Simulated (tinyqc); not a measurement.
## Mobility and threshold from two currents

Problem. In the linear region I = mu Cox (W/L) [(Vgs - VT) Vds - m Vds^2/2], Cox = eps0 eox/tox. Find mu and VT.

Values chosen for this exercise:
```
symbol,value,unit,meaning
eox,24.9,,relative permittivity of the gate insulator
tox,170,nm,insulator thickness
W,5,um,gate width
L,0.5,um,gate length
```

Constants: eps0 = 8.8541878128e-14 F/cm where lengths are in cm. Results are converted to the units shown.

I at Vgs = 0.65 and 1.15 V, Vds = 0.05 V (uA): 4.5471158  10.707287
m = 1.1781252

Answer. The slope dI/dVgs is mu Cox (W/L) Vds; the line meets zero current at VT + m Vds/2.

mu = 190 cm^2/(V s)
VT = 0.251 V

Program tinyqc, `OMP_NUM_THREADS=1 python tinyqc.py 2360036 2360037 out.jsonl`; Intel Xeon 2.30GHz, shared host, one thread, about 0.03 s.
